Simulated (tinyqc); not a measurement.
Self-consistent Fermi level with native defects, at growth and after a quench. Changing the temperature of use T. Computed by tinyqc, a small Python program. Command: `OMP_NUM_THREADS=1 python tinyqc.py 3012874 3012875 out.jsonl scfermi sweep`. One thread of a shared host (Intel(R) Xeon(R) Processor @ 2.30GHz), about 0.1 s of CPU time with the checks.

Energies are counted from the top of the valence band (VBM); when the gap shrinks with temperature the conduction band moves and the levels stay. D and A draw on one reservoir with opposite signs, as the two vacancies of a compound do.

Inputs (values chosen for the exercise, with bands modelled on CdTe): gap E_g at 300 K = 1.56 eV; slope -dE_g/dT above 300 K = 0.00028 eV/K; electron mass m_e = 0.0924 m_0; valleys M_c = 1; hole mass m_h = 0.613 m_0; E_f of the neutral native donor D = 2.02 eV; E_f of the neutral native acceptor A = 3.434 eV; shift s of the chemical potential = -0.2 eV; site density N_s = 4.6e+22 cm^-3; growth temperature T_g = 1120 K.

Added shallow dopant: none.

levels of D above the VBM, most positive state first (eV): [0.711, 1.06]

levels of A above the VBM, (0/-1) first (eV): [0.0822, 0.393]

Constants: m_0 = 9.1093837015e-31 kg; k_B = 1.380649e-23 J/K; h = 6.62607015e-34 J s; k_B = 8.617333262e-05 eV/K.

Method:
- E_f(D, 0) = input + s and E_f(A, 0) = input - s; E_f(q, E_F = 0) follows from the levels, eps(q/q-1) = E_f(q - 1) - E_f(q) at E_F = 0.
- E_g(T) = E_g - slope x max(0, T - 300 K).
- N_c = 2 M_c (2 pi m_e k_B T/h^2)^(3/2) and N_v = 2 (2 pi m_h k_B T/h^2)^(3/2), masses in units of m_0.
- At growth T = T_g.
- n = N_c F_1/2((E_F - E_g)/k_B T), p = N_v F_1/2(-E_F/k_B T).
- F_1/2(eta) = (2/sqrt(pi)) int_0^infinity sqrt(x)/(1 + exp(x - eta)) dx, by the trapezoid rule in t = sqrt(x) with step 0.02 up to t = 12 (for eta < -12 by exp(eta) - exp(2 eta)/2^(3/2)).
- In equilibrium c_q = N_s exp(-(E_f(q, 0) + q E_F)/k_B T).
- Net charge = p - n + sum q c_q; the log ratio is ln(positive charge/negative charge).
- E_F is the root of the log ratio, by 50 bisections between -0.5 eV and E_g + 0.5 eV.
- After a quench the totals of D and A stay as grown, and each is shared among its charge states with weights exp(-(E_f(q, 0) + q E_F)/k_B T).

One run for each value; columns: (1) temperature of use T (K); (2) E_F after the quench (eV); (3) n after the quench (cm^-3); (4) p after the quench (cm^-3); (5) total D (cm^-3); (6) total A (cm^-3):
```
(1)    (2)        (3)        (4)        (5)        (6)
150  1.176  3.117e+04  1.313e-21  5.260e+15  3.338e+11
210  1.222  3.240e+09  3.275e-11  5.260e+15  3.338e+11
280  1.248  1.525e+12  3.774e-04  5.260e+15  3.338e+11
340  1.229  1.559e+13  8.738e+00  5.260e+15  3.338e+11
410  1.199  9.929e+13  3.481e+04  5.260e+15  3.338e+11
470  1.172  3.101e+14  6.380e+06  5.260e+15  3.338e+11
540  1.138  8.296e+14  6.974e+08  5.260e+15  3.338e+11
600  1.106  1.542e+15  1.762e+10  5.260e+15  3.338e+11
```

Over the rows, E_F after the quench (eV) goes from 1.18 through a maximum among these rows, 1.25 at 280, to 1.11. The frozen totals stay; only their charge states and the carriers answer to T. Densities far below 1 cm^-3 are nominal.

Extremes, crossings and ranges named in words are read from the listed rows.
